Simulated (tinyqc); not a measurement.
Which stress helps holes along [110]: six-band Luttinger-Kohn model with strain.

Six-band Luttinger-Kohn model in the basis |3/2,3/2>, |3/2,1/2>, |3/2,-1/2>, |3/2,-3/2>, |1/2,1/2>, |1/2,-1/2>, electron energies, zero at the top of the unstrained valence band. H = -[rows: (P+Q, -S, R, 0, -S/r2, r2 R); (-S*, P-Q, 0, R, -r2 Q, r32 S); (R*, 0, P-Q, S, r32 S*, r2 Q); (0, R*, S*, P+Q, -r2 R*, -S*/r2); (-S*/r2, -r2 Q, r32 S, -r2 R, P+Dso, 0); (r2 R*, r32 S*, r2 Q, -S/r2, 0, P+Dso)], r2 = sqrt(2), r32 = sqrt(3/2). Levels are twofold.

P = c g1 k^2 - av tr(e); Q = c g2 (kx^2 + ky^2 - 2 kz^2) - (b/2)(exx + eyy - 2 ezz); R = c sqrt3 [-g2 (kx^2 - ky^2) + 2i g3 kx ky] + (sqrt3/2) b (exx - eyy) - i d exy; S = 2 c sqrt3 g3 (kx - i ky) kz - d (exz - i eyz); c = hbar^2/2m0, e the strain tensor (not engineering shear).

s11 = (C11 + C12)/((C11 - C12)(C11 + 2 C12)), s12 = -C12/((C11 - C12)(C11 + 2 C12)), s44 = 1/C44; exx = s11 sxx + s12 (syy + szz) and cyclic, exy = s44 sxy/2; tension is positive. A uniaxial stress X along the unit vector n is s_ij = X n_i n_j.

Constants: hbar^2/2m0 = 3.80998211 eV angstrom^2.

Inputs chosen for the exercise (near those of GaAs; not measured data): Dso = 0.334 eV (spin-orbit splitting); g1 = 6.95 (Luttinger gamma1); g2 = 2.08 (gamma2); g3 = 2.94 (gamma3); av = 1.11 eV (valence hydrostatic potential); b = -1.94 eV (tetragonal shear potential); d = -4.69 eV (trigonal shear potential); C11 = 128 GPa; C12 = 59.2 GPa; C44 = 61.6 GPa; X1 = 2 GPa (size of the stress).

Each load has size X1 (biaxial: sxx = syy); masses are curvatures of the top pair at k = 0.

Results:

| load | splitting (meV) | top edge (meV) | m [110] | m [001] |
|---|---|---|---|---|
| uniaxial [110], compression | 105.5 | 49.5 | 0.068 | 0.266 |
| uniaxial [110], tension | 80.7 | 56.8 | 0.580 | 0.101 |
| uniaxial [100], compression | 128.5 | 63.1 | 0.118 | 0.261 |
| uniaxial [100], tension | 91.5 | 65.4 | 0.169 | 0.111 |
| uniaxial [111], compression | 97.9 | 44.9 | 0.090 | 0.144 |
| uniaxial [111], tension | 75.2 | 53.0 | 0.249 | 0.144 |
| biaxial (001), compression | 91.5 | 38.4 | 0.111 | 0.358 |
| biaxial (001), tension | 128.5 | 90.1 | 0.261 | 0.076 |

The lightest mass along [110] (0.068) comes with uniaxial [110], compression. The largest splitting (128.5 meV) comes with uniaxial [100], compression; biaxial (001), tension. The heaviest mass along [001] (0.358), which lowers the confinement energy in a (001) channel, comes with biaxial (001), compression. The splitting per GPa follows b (s11 - s12) for loads along cube axes and d s44 for [111]: here 2 |b| (s11 - s12) = 56.4 and |d| s44/sqrt3 = 44.0 meV per GPa in the limit of large Dso; where the splitting nears Dso, mixing with the split-off band makes it depend on the sign of the load.

Run: tinyqc, `OMP_NUM_THREADS=1 python tinyqc.py 1050833 1050834 out.jsonl`; Intel(R) Xeon(R) Processor @ 2.30GHz, one thread, shared host; about 0.06 s of CPU time with all checks.
